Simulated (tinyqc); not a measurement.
# Carrier density from the ballistic resistance

Question. A wide ballistic two-dimensional channel with gv valleys has G/W = (2 q^2/h) gv kF/pi and n = gv kF^2/(2 pi). Find kF, n and the Fermi energy C kF^2/m, C = hbar^2/(2 m0).

Parameters, values chosen for the exercise:

| symbol | value | unit | meaning |
|---|---|---|---|
| m | 0.067 | m0 | mass |
| gv | 2 |  | valleys |

Constants: q = 1.602176634e-19 C, hbar = 1.054571817e-34 J s, h = 6.62607015e-34 J s, m0 = 9.1093837015e-31 kg, hbar^2/(2 m0) = 0.0380998212 eV nm^2. Results are converted to the units shown.

R W = 33.125267 ohm um

Solution. kF = pi h/(2 q^2 gv R W).

kF = 0.6120 1/nm
n = 1.192e13 cm^-2
Ef = 0.2130 eV

Program tinyqc, `OMP_NUM_THREADS=1 python tinyqc.py 2740114 2740115 out.jsonl`; Intel Xeon 2.30GHz, shared host, one thread, about 0.08 s.
